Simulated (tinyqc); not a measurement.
# Frequency dispersion of an accumulation capacitance by border traps, distributed model: two studies

Traps spread evenly through the insulator exchange electrons with the semiconductor by tunnelling, with tau(x) = t0 exp(2 ka x) at depth x from the interface. The admittance per area Y seen at depth x obeys dY/dx = -Y^2/(i w eps0 eox) + q Nb ln(1 + i w tau)/tau, with Y(0) = i w Cs and w = 2 pi f; the gate sees Y(tox) = G + i w C. Working variable y = Y/(i w), in uF/cm^2. Cox = eps0 eox/tox.

Inputs (values chosen for the exercise); permittivity close to that of silicon dioxide:
```
symbol   value         unit                                               meaning
eox       4.02                             relative permittivity of the insulator
tox        4.5           nm                                   insulator thickness
Cs        0.91      uF/cm^2             semiconductor capacitance in accumulation
Nb      7.3e18  cm^-3 eV^-1                               density of border traps
ka           4         1/nm  decay constant of the wave function in the insulator
t0        4e-9            s              time constant of a trap at the interface
f          1e5           Hz                                             frequency
```

Constants: q = 1.602176634e-19 C, eps0 = 8.8541878128e-14 F/cm where lengths are in cm. Results are converted to the units shown.

Each table varies one quantity; the others keep the values above.

## Capacitance and loss against frequency

Cox; trap-free value 1/(1/Cox + 1/Cs); response depth d = ln(1/(w t0))/(2 ka), where w tau = 1; lumped estimate: all traps within d act as C_bt = q Nb d placed at d/2, so C = 1/{1/[1/(1/Cs + d/(2 eps0 eox)) + C_bt] + (tox - d/2)/(eps0 eox)}. C and G from a fine integration; dispersion -d C/d log10 f over C, from f times and over 1.1. For a broad spread of time constants G/w is close to -(pi/2) dC/d ln w.

The same in every row: trap-free C (uF/cm^2) = 0.4232.

Results:

| f (Hz) | d (nm) | C (uF/cm^2) | G/w (uF/cm^2) | dispersion (% a decade) | -(pi/2) dC/d ln w (uF/cm^2) | lumped C (uF/cm^2) |
|---|---|---|---|---|---|---|
| 10 | 1.900 | 0.4976 | 0.009858 | 2.900 | 0.009845 | 0.4889 |
| 100 | 1.612 | 0.4838 | 0.008989 | 2.720 | 0.008977 | 0.4766 |
| 1000 | 1.324 | 0.4713 | 0.008192 | 2.545 | 0.008182 | 0.4651 |
| 10000 | 1.036 | 0.4598 | 0.007457 | 2.375 | 0.007449 | 0.4545 |
| 1e6 | 0.4604 | 0.4399 | 0.006112 | 2.046 | 0.006140 | 0.4358 |
| 1e7 | 0.1726 | 0.4314 | 0.005201 | 1.858 | 0.005469 | 0.4277 |

Estimate the missing row, f = 1e5 Hz.

Computed row:

| f (Hz) | d (nm) | C (uF/cm^2) | G/w (uF/cm^2) | dispersion (% a decade) | -(pi/2) dC/d ln w (uF/cm^2) | lumped C (uF/cm^2) |
|---|---|---|---|---|---|---|
| 1e5 | 0.7483 | 0.4494 | 0.006775 | 2.209 | 0.006771 | 0.4448 |

With this row back in the table: C falls from 0.4976 to 0.4314 uF/cm^2, towards the trap-free 0.4232; each decade of frequency removes ln 10/(2 ka) = 0.288 nm from the response depth. The dispersion falls from 2.90 to 1.86 % a decade and G/w falls from 0.00986 to 0.00520 uF/cm^2. G/w lies between 0.951 and 1.00 times -(pi/2) dC/d ln w, the relation for a broad spread of time constants.

## Effect of the semiconductor capacitance in accumulation

Same model as above.

The same in every row: d (nm) = 0.7483.

Effect of the semiconductor capacitance in accumulation:

| Cs (uF/cm^2) | C (uF/cm^2) | G/w (uF/cm^2) | dispersion (% a decade) | -(pi/2) dC/d ln w (uF/cm^2) | lumped C (uF/cm^2) | trap-free C (uF/cm^2) |
|---|---|---|---|---|---|---|
| 0.2 | 0.2226 | 0.01375 | 9.044 | 0.01374 | 0.2133 | 0.1596 |
| 0.39 | 0.3083 | 0.01082 | 5.144 | 0.01082 | 0.3009 | 0.2612 |
| 0.75 | 0.4156 | 0.007657 | 2.700 | 0.007654 | 0.4104 | 0.3850 |
| 1.4 | 0.5233 | 0.005035 | 1.409 | 0.005029 | 0.5198 | 0.5054 |
| 2.8 | 0.6259 | 0.003056 | 0.7126 | 0.003043 | 0.6237 | 0.6167 |
| 5.4 | 0.6949 | 0.002007 | 0.4195 | 0.001989 | 0.6934 | 0.6899 |
| 10 | 0.7361 | 0.001489 | 0.2922 | 0.001467 | 0.7349 | 0.7330 |
| 20 | 0.7631 | 0.001195 | 0.2248 | 0.001170 | 0.7621 | 0.7609 |

What does the comparison show, and why?

As Cs goes from 0.2 to 20, C rises from 0.223 to 0.763 uF/cm^2, the dispersion falls from 9.04 to 0.225 % a decade and G/w falls from 0.0137 to 0.00120 uF/cm^2. The lumped estimate is 4.2 % below C in the first row and 0.13 % below it in the last. The same traps disperse C more when Cs is small, since they then add to the weaker series term.

Numbers from tinyqc (`OMP_NUM_THREADS=1 python tinyqc.py 2202211 2202212 out.jsonl`; about 0.3 s on one thread of a shared Intel Xeon 2.30GHz).
